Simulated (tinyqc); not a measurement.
Inside a calculation. Method: plane-wave Kohn-Sham cycle with exchange-only LDA in a layered model solid. One step of it, computed by the program tinyqc.

Question. Iteration 2: potential. V_H(G) = 4 pi rho(G)/G^2 for G != 0 (uniform background); v_x = -(3 rho/pi)^(1/3); V = V_ext + V_H + v_x; Fourier components f(G_m) = (1/N) sum_j f(x_j) exp(-i G_m x_j).

A solid whose potential varies along x alone (atomic units):
```
parameter                      value
period a                   13.200000
cross-section of the cell  25.000000
electrons per cell                 4
grid points                       16
plane waves -n..n, n               2
k points                           1
V1 in V1 cos(2 pi x/a)     -0.590000
```

density after iteration 1 (e/bohr^3): [0.01802985, 0.01891534, 0.01929454, 0.01621121, 0.01100348, 0.00729108, 0.00613665, 0.00606721, 0.00607051, 0.00606721, 0.00613665, 0.00729108, 0.01100348, 0.01621121, 0.01929454, 0.01891534]

Give: Potentials on the grid; V(G_m), m = 0, 1, 2, ....

Answer.

Potentials on the grid (hartree):
```
x        V_ext     V_H     v_x         V
0.000   -0.590   0.419  -0.258    -0.429
0.825   -0.545   0.393  -0.262    -0.415
1.650   -0.417   0.309  -0.264    -0.372
2.475   -0.226   0.167  -0.249    -0.308
3.300        0  -0.009  -0.219    -0.228
4.125    0.226  -0.177  -0.191    -0.142
4.950    0.417  -0.305  -0.180    -0.068
5.775    0.545  -0.383  -0.180    -0.017
6.600    0.590  -0.408  -0.180  1.97e-03
7.425    0.545  -0.383  -0.180    -0.017
8.250    0.417  -0.305  -0.180    -0.068
9.075    0.226  -0.177  -0.191    -0.142
9.900        0  -0.009  -0.219    -0.228
10.725  -0.226   0.167  -0.249    -0.308
11.550  -0.417   0.309  -0.264    -0.372
12.375  -0.545   0.393  -0.262    -0.415
```

V(G_m), m = 0, 1, 2, ... (hartree): [-0.221, -0.108, 0.003, 0.000, 0.000]
